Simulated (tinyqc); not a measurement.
A square-lattice strip 3 sites wide in a magnetic flux, recursive Green functions: two steps of the calculation.

The device has N = 3 slices of 3 site(s), nearest-neighbour hopping -t, and site energies U; the leads are semi-infinite continuations with site energy 0 and no flux. The hopping from slice i to i + 1 inside the device carries the phase exp(2 pi i f j) on row j = 1, 2, ...: V = <i+1|H|i> = -t diag(exp(2 pi i f j)).

Inputs (values chosen for the exercise): hopping (matrix element -t) t = 1 eV; site energies, slice by slice (3 a slice) U = [1.06, 0.79, 1.07, -0.25, 0.52, 0.58, 1.1, -0.29, 0.3] eV; energy E = -1.02 eV.

Problem 1. Slice 1. Forward pass: g_1 = (E - H_1 - Sigma)^(-1), g_i = (E - H_i - V g_(i-1) V^dagger)^(-1), with Sigma also subtracted on the last slice; G_(i,1) = g_i V G_(i-1,1), starting from g_1. H_i is the block of slice i: its site energies on the diagonal and -t between neighbouring rows.

Sigma (eV):
```
[[-0.33655172-0.67518271i, 0.25470708-0.34661739i, 0.17344828+0.18499169i],
 [0.25470708-0.34661739i, -0.16310343-0.49019101i, 0.25470708-0.34661739i],
 [0.17344828+0.18499169i, 0.25470708-0.34661739i, -0.33655172-0.67518271i]]
```

Find: g_1.

Solution 1.

g_1 (1/eV):
```
[[-0.44350-0.28426i, -0.04715-0.23351i, 0.04612-0.01590i],
 [-0.04715-0.23351i, -0.44403-0.36287i, -0.04754-0.23224i],
 [0.04612-0.01590i, -0.04754-0.23224i, -0.44236-0.28174i]]
```

Problem 2. Slice 3. 

g_2 (1/eV):
```
[[0.2636235-0.4697536i, 1.1804667-0.2720086i, 1.2231610-0.1254721i],
 [0.7850112-0.0963325i, 0.2839640-0.3117755i, 0.3523393-0.2972302i],
 [0.5251439+0.0304994i, 0.2663373-0.1440102i, -0.5096449-0.3183949i]]
```

G_(2,1) (1/eV):
```
[[0.07835121+0.04914036i, -0.16424761-0.33729169i, 0.67015689-0.39882358i],
 [-0.32500883+0.23138614i, -0.29355359-0.10627071i, 0.13007082-0.29696097i],
 [-0.20194863+0.07950946i, -0.28042272-0.28546751i, -0.28094200-0.24756966i]]
```

V (eV):
```
[[0.30901699-0.95105652i, 0.00000000+0.00000000i, 0.00000000+0.00000000i],
 [0.00000000+0.00000000i, 0.80901699+0.58778525i, 0.00000000+0.00000000i],
 [0.00000000+0.00000000i, 0.00000000+0.00000000i, -0.80901699+0.58778525i]]
```

Sigma (eV):
```
[[-0.33655172-0.67518271i, 0.25470708-0.34661739i, 0.17344828+0.18499169i],
 [0.25470708-0.34661739i, -0.16310343-0.49019101i, 0.25470708-0.34661739i],
 [0.17344828+0.18499169i, 0.25470708-0.34661739i, -0.33655172-0.67518271i]]
```

Give: g_3; G_(3,1).

Solution 2.

g_3 (1/eV):
```
[[-0.1962-0.2772i, 0.4259-0.2341i, 0.0966+0.1531i],
 [0.0268-0.1315i, -0.0888-0.4061i, 0.5340-0.2282i],
 [0.1582-0.0551i, 0.2628-0.0321i, -0.1758-0.5405i]]
```

G_(3,1) (1/eV):
```
[[-0.1619+0.0839i, -0.0198+0.0905i, -0.0656+0.1222i],
 [0.0485+0.0271i, 0.1332+0.0895i, 0.0111-0.1631i],
 [-0.2164-0.0324i, -0.1438-0.2586i, -0.0474-0.3705i]]
```

Program tinyqc, `OMP_NUM_THREADS=1 python tinyqc.py 2660041 2660042 out.jsonl`; Intel Xeon 2.30GHz, shared host, one thread, about 0.01 s.
